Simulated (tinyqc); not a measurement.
# Circular transfer-length structure: effects of single changes

A disc contact of radius r0 and a very wide ring contact from r1 = r0 + sp outwards lie on a thin layer; the metal has no resistance and the sheet resistance under the contacts equals Rsh.

Parameters, values chosen for the exercise: sheet resistance of the semiconductor layer Rsh = 150 ohm/sq; specific contact resistivity rc = 2.1e-7 ohm cm^2; radius of the inner contact r0 = 3.3 um; gap between the contacts sp = 1.4 um.

Each table varies one quantity; the others keep the values above.

## Resistance against gap

Transfer length Lt = sqrt(rc/Rsh). R = (Rsh/2 pi) [(Lt/r0) I0(r0/Lt)/I1(r0/Lt) + ln(r1/r0) + (Lt/r1) K0(r1/Lt)/K1(r1/Lt)] with modified Bessel functions; for r0 >> Lt both ratios tend to 1. The last column is Rsh (sp + 2 Lt)/(2 pi r0).

Resistance against gap:
```
sp (um),R (ohm),large-radius form (ohm),linear form (ohm)
0.14,6.333,6.295,6.426
0.22,6.828,6.785,7.005
0.36,7.671,7.619,8.018
0.58,8.939,8.874,9.610
0.94,10.88,10.80,12.21
1.5,13.61,13.51,16.27
2.4,17.44,17.32,22.78
4,23.02,22.88,34.35
```

What does the table show?

R rises from 6.33 to 23.0 ohm. The linear form is 1.5 % above it in the first row and 49 % above it in the last, where ln(1 + sp/r0) has bent well below sp/r0. A straight line through the end rows, read with the linear form, gives Rsh = 89.7 ohm/sq and Lt = 0.662 um, against 150 and 0.374.

## Effect of the inner radius

Same model as above.

Effect of the inner radius:
```
r0 (um),r0/Lt,inner contact (ohm),rc/(pi r0^2) (ohm),Rsh Lt/(2 pi r0) (ohm)
0.18,0.48107,212.22,206.31,49.625
0.32,0.85524,71.073,65.278,27.914
0.58,1.5501,25.319,19.871,15.401
1,2.6726,11.415,6.6845,8.9325
1.9,5.0780,5.2520,1.8517,4.7013
3.4,9.0869,2.7853,0.57824,2.6272
6.2,16.570,1.4863,0.17389,1.4407
11,29.399,0.82623,0.055244,0.81205
```

Read the table: what changes, and by how much?

The inner contact goes as r0^(-1.90) between the first two rows, where it is 2.9 % above rc over the area, and as r0^(-1.02) between the last two, where it is 1.7 % above the rim form: a small disc uses its whole area, a large one only a rim of width Lt.

tinyqc, about 0.01 s, one thread, Intel Xeon 2.30GHz (shared host): `OMP_NUM_THREADS=1 python tinyqc.py 2760081 2760082 out.jsonl`
